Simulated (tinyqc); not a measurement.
What each parameter does: model-solid line-up of a strained alloy layer on a substrate.

All values of the alloy are linear in x but the gap, Eg(x) = (1 - x) Eg_A + x Eg_B - C x (1 - x), and the valence edge, Ev(x) = (1 - x) Ev_A + x Ev_B + fv C x (1 - x); Ec = Ev + Eg. Ev is the top of the unstrained valence band on a scale common to all materials. In the layer only the Gamma valley of the conduction band is followed, also where an X or L valley would lie lower.

Coherent growth on a (001) face: e_par = (a_s - a)/a, e_perp = -2 (C12/C11) e_par; exx = eyy = e_par, ezz = e_perp, no shear.

Strained edges: Ec + ac tr(e); the valence edges are Ev plus the levels of the 6 x 6 matrix of X, Y, Z times spin with -Dso/3 + l exx + m (eyy + ezz) on the diagonal (cyclic), n exy off it, l = av + 2 b, m = av - b, n = sqrt(3) d. Spin-orbit term (Dso/3) L.sigma on X, Y, Z with (L_k)_ij = -i epsilon_kij: <X+|H|Y+> = -i Dso/3, <X+|H|Z-> = Dso/3, <Y+|H|Z-> = -i Dso/3, <Z+|H|X-> = -Dso/3, <Z+|H|Y-> = i Dso/3, <X-|H|Y-> = i Dso/3, and their conjugates; + and - are the spin along z.

dEc = Ec(substrate) - Ec(layer), dEv = Ev(layer) - Ev(substrate); positive values confine the carrier in the layer. Type I: both of one sign; type II: opposite signs; type III: the gaps do not overlap.

Inputs chosen for the exercise (A near AlAs, B near GaAs, substrate near Ge; shifted at random, so the results belong to these values and not to a real crystal): a = (5.665, 5.657) angstrom (lattice constant of A, B); Eg = (3.067, 1.509) eV (gap at Gamma to the s-like level of A, B); Dso = (0.276, 0.34) eV (spin-orbit splitting of A, B); Ev = (-1.32, -0.81) eV (top of the unstrained valence band of A, B); ac = (-5.57, -7.22) eV (conduction deformation potential of A, B); av = (2.49, 1.15) eV (valence hydrostatic potential of A, B); b = (-2.33, -2.02) eV (tetragonal shear potential of A, B); d = (-3.41, -4.74) eV (trigonal shear potential of A, B); C11 = (124.4, 121.8) GPa (of A, B); C12 = (53, 57.3) GPa (of A, B); C44 = (54, 60.8) GPa (of A, B); C = 0.321 eV (bowing of the gap); fv = 0 (share of the bowing taken by the valence edge); a_s = 5.659 angstrom (substrate); Eg_s = 0.74 eV (lowest gap of the substrate); Ev_s = -0.35 eV (substrate valence edge); face = 001 (growth face); x = 0.04 (fraction of B).

Strained gap, valence splitting and offsets.

Results for these values:
```
case  gap (eV)  splitting (meV)  dEc (eV)  dEv (eV)
base    2.9973              8.5   -1.3092   -0.9481
```

What happens to each result for Ev_s = -0.3 eV, all else kept?

Answer: gap does not change at the printed digits; splitting does not change at the printed digits; dEc rises from -1.3092 to -1.2592; dEv falls from -0.9481 to -0.9981.

The same for each parameter in turn:
```
case                       gap (eV)  splitting (meV)  dEc (eV)  dEv (eV)
base                         2.9973              8.5   -1.3092   -0.9481
x = 0.27                     2.5864              5.7   -1.0154   -0.8311
a_s = 5.679 angstrom         2.9573             22.6   -1.2864   -0.9309
C = 0.421 eV                 2.9935              8.5   -1.3054   -0.9481
fv = 0.2                     2.9973              8.5   -1.3117   -0.9456
Ev_s = -0.3 eV               2.9973              8.5   -1.2592   -0.9981
av = (2.864, 1.322) eV       2.9977              8.5   -1.3092   -0.9485
C12 = (60.95, 65.895) GPa    2.9960              9.1   -1.3085   -0.9475
ac = (-6.406, -8.303) eV     2.9983              8.5   -1.3102   -0.9481
```

tinyqc: `OMP_NUM_THREADS=1 python tinyqc.py 1080279 1080280 out.jsonl`; about 0.01 s, one thread, shared Intel(R) Xeon(R) Processor @ 2.30GHz.
